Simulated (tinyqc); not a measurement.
Gate work function from the charge.

Inverse problem. For an undoped double gate, Q = 8 eps0 eps_r Vt beta tan(beta)/ts with 0 < beta < pi/2, and at the source (Vg - dphi)/(2 Vt) - ln[(2/ts) sqrt(2 eps0 eps_r Vt/(q ni))] = ln(beta) - ln(cos beta) + 2 r beta tan(beta), r = eps_r tox/(eox ts). Find beta and dphi.

Parameters, values chosen for the exercise; material values close to those of silicon:

| symbol | value | unit | meaning |
|---|---|---|---|
| T | 300 | K | temperature |
| eps_r | 11.8 |  | relative permittivity of the semiconductor |
| eox | 23 |  | relative permittivity of the gate insulator |
| tox | 9.3 | nm | insulator thickness |
| ts | 15 | nm | body thickness |
| Vg | 0.62 | V | gate voltage |

Constants: q = 1.602176634e-19 C, kB = 1.380649e-23 J/K, Vt = kB T/q, eps0 = 8.8541878128e-14 F/cm where lengths are in cm. Results are converted to the units shown.

Qs = 178.76527 nC/cm^2
ni = 1.2835436e10 cm^-3

Solution. beta tan(beta) rises from 0 without bound on the interval, so the charge fixes beta; the second relation is then explicit in dphi.

beta = 0.928
dphi = 0.100 V

Computed by the program tinyqc: `OMP_NUM_THREADS=1 python tinyqc.py 2440002 2440003 out.jsonl`, one thread of a shared Intel Xeon 2.30GHz, about 0.01 s for the whole run.
